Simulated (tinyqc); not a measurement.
Modes across the composition range: two-mode optical phonons of a ternary alloy from two coupled oscillators. Computed by tinyqc, a small Python program. Command: `OMP_NUM_THREADS=1 python tinyqc.py 3017680 3017681 out.jsonl twomode walk`. One thread of a shared host (Intel(R) Xeon(R) Processor @ 2.30GHz), about 0.01 s of CPU time with the checks.

An alloy A(x)B(1-x)C has an A-C and a B-C bond oscillator. Each TO frequency moves linearly from the impurity mode (dilute end) to the TO of the pure crystal; each strength is proportional to the number of bonds.

Inputs (values chosen for the exercise, modelled on In(x)Ga(1-x)As, with A-C the InAs-like and B-C the GaAs-like bond):
```
quantity,value,unit
omega_TO of pure AC,219,1/cm
omega_LO of pure AC,242,1/cm
omega_TO of pure BC,266.2,1/cm
omega_LO of pure BC,290.9,1/cm
eps_inf of AC,12.3,-
eps_inf of BC,11,-
impurity mode of A in BC,232.6,1/cm
impurity mode of B in AC,242.7,1/cm
```

Method:
- omega_1 = (impurity mode of A) + x (omega_TO,AC - impurity mode of A); omega_2 = (impurity mode of B) + (1 - x)(omega_TO,BC - impurity mode of B); eps_inf = x eps_AC + (1 - x) eps_BC; strengths W_1 = x eps_AC (omega_LO,AC^2 - omega_TO,AC^2), W_2 = (1 - x) eps_BC (omega_LO,BC^2 - omega_TO,BC^2).
- eps(omega) = eps_inf + W_1/(omega_1^2 - omega^2) + W_2/(omega_2^2 - omega^2) = 0 is the eigenproblem of the matrix [[omega_1^2 + W_1/eps_inf, sqrt(W_1 W_2)/eps_inf], [sqrt(W_1 W_2)/eps_inf, omega_2^2 + W_2/eps_inf]] for omega_LO^2.
- The polar coupling of mode j is c_j = (u_j . sqrt(W))^2/(eps_inf^2 omega_j^2), u_j its eigenvector and omega_j here its LO frequency; the c_j add up to 1/eps_inf - 1/eps_s. Froehlich constant alpha_j = (e^2/(4 pi eps_0)) c_j k_j/(2 E_j), E_j = h c omega_j, k_j = sqrt(m* E_j/(hbar^2/(2 m_0))).

Frequencies (1/cm):
```
x,"TO, A-C","TO, B-C",lower LO,upper LO,coupling share of the upper LO,eps_s
0.02,232.328,265.730,232.61,290.12,0.99189,13.175
0.10,231.240,263.850,232.65,287.01,0.95983,13.331
0.20,229.880,261.500,232.73,283.08,0.92037,13.524
0.35,227.840,257.975,232.93,277.09,0.86173,13.813
0.50,225.800,254.450,233.28,270.93,0.80227,14.098
0.65,223.760,250.925,233.90,264.48,0.73935,14.379
0.80,221.720,247.400,235.06,257.48,0.66695,14.657
0.90,220.360,245.050,236.55,252.07,0.60334,14.839
0.98,219.272,243.170,239.32,246.17,0.50388,14.983
```

The upper LO moves from 290.1 to 246.2 and the lower from 232.6 to 239.3 per cm. At each dilute end one LO-TO pair closes onto an impurity mode. The upper LO shifts by -0.42 per cm for each per cent of x near the middle, which is how Raman spectra measure composition. Its share of the polar coupling stays between 0.50 and 0.99.

Extremes, crossings and ranges named in words are read from the listed rows.
